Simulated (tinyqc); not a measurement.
Worked calculation: oxide trap near a transistor channel: two-state multiphonon kinetics, telegraph noise and bias instability. Computed by tinyqc, a small Python program that keeps every step. Command: `OMP_NUM_THREADS=1 python tinyqc.py 3014021 3014022 out.jsonl oxidetrap walk`. One thread of a shared host (Intel(R) Xeon(R) Processor @ 2.30GHz), about 0.01 s of CPU time with the checks. Intermediate numbers are printed to about 7 digits and carried at full precision; extremes and crossings named in words are read from the listed rows.

An n-channel device under positive gate bias. The trap is empty (state 1) or holds an electron (state 2); both states are parabolas of equal curvature, and the electron reservoir is taken at the Fermi level of the channel.

Inputs (values chosen for the exercise, with an insulator like SiO2 on silicon):
```
quantity,value,unit
insulator constant eps_ox,3.77,-
insulator thickness t_ox,1.8,nm
trap depth x from the interface,0.48,nm
tunnel barrier phi_b,3.08,eV
tunnelling mass m_ox,0.42,m_0
trap level above E_F at zero field E_t,0.12,eV
relaxation energy E_R,1.3,eV
oxide field F,2.4,MV/cm
attempt rate k_0 at the interface,5e+11,1/s
temperature T,250,K
channel width W,17,nm
channel length L,52,nm
frequency f,90,Hz
stress time t_s,4000,s
```

Parts treated: one trap.

Constants: hbar^2/(2 m_0) = 3.80998212 eV angstrom^2; k_B = 8.617333262e-05 eV/K; e = 1.602176634e-19 C; eps_0 = 8.8541878128e-12 F/m.

## Tunnelling factor

kappa = sqrt(2 m_ox phi_b)/hbar = sqrt(m_ox phi_b/(hbar^2/2m_0)); attenuation length lambda = 1/(2 kappa); factor exp(-x/lambda) for a rectangular barrier.

kappa = 5.826913 1/nm

attenuation length lambda = 0.08580873 nm

tunnelling factor = 0.003720726

## Barriers and time constants

E_21 = E_t - e F x is the energy of state 2 over state 1; barriers E_c = (E_R + E_21)^2/(4 E_R), E_e = E_c - E_21; tau_c = exp(E_c/k_B T)/(k_0 P), tau_e = exp(E_e/k_B T)/(k_0 P), P the tunnelling factor; occupation f_2 = tau_e/(tau_c + tau_e); 1/tau_0 = 1/tau_c + 1/tau_e.

E_21 = 0.0048 eV

capture barrier E_c = 0.3274044 eV

emission barrier E_e = 0.3226044 eV

capture time tau_c = 0.002140845 s

emission time tau_e = 0.001713253 s

occupation f_2 = 0.4445276

tau_0 = 9.516645e-04 s

The two times are within a factor 30 of each other, so the trap switches between both states and shows as telegraph noise.

## Step height and noise

Charge-sheet step dV = e (t_ox - x)/(eps_ox eps_0 W L); Lorentzian spectrum S(f) = 4 dV^2 tau_0^2/((tau_c + tau_e)(1 + (2 pi f tau_0)^2)); corner 1/(2 pi tau_0); variance dV^2 f_2 (1 - f_2) = dV^2 tau_0/(tau_c + tau_e).

threshold step dV = 7.167076 mV

corner frequency = 167.2385 Hz

S(f) = 3.743957e-08 V^2/Hz

root-mean-square noise = 3.561415 mV

f lies near the corner. Random dopants and current percolation, left out here, spread real steps around this value.

## Stress and recovery of one trap

From the zero-field occupation f(0), f(t) = f_2 + (f(0) - f_2) exp(-t/tau_0) under the field; after t_s the field is removed and f relaxes with the zero-field constants.

occupation at zero field = 0.003795378

tau_0 at zero field = 1.338878e-04 s

occupation after stress = 0.4445276

half-time of recovery = 9.280395e-05 s

## Bias dependence of the times

The formulas are those given above.

Against field:
```
F (MV/cm),E_21 (eV),tau_c (s),tau_e (s),f_2
0.00,0.12000,0.03527654,0.000134398,0.0037954
0.72,0.08544,0.01484607,0.000281331,0.0185974
1.44,0.05088,0.00638260,0.000601592,0.0861362
1.92,0.02784,0.00367903,0.001010424,0.2154673
2.40,0.00480,0.00214084,0.001713253,0.4445276
2.88,-0.01824,0.00125763,0.002932614,0.6998672
3.60,-0.05280,0.00057640,0.006685322,0.9206254
```

ln(tau_c/tau_e) falls by e x/k_B T = 2.228 per MV/cm, which measures the depth x if the change of surface potential with bias is left aside. Over these rows tau_c shortens by 1.79 decades and tau_e lengthens by 1.70; the two share the shift almost equally, as the first and last E_21 average to little against E_R. The times cross at F = E_t/(e x) = 2.50 MV/cm.

Checks made by the program: detailed balance tau_c/tau_e = exp(E_21/k_B T) (relative difference below 1e-10); the integral of S(f) against the variance (relative difference below 1e-10).
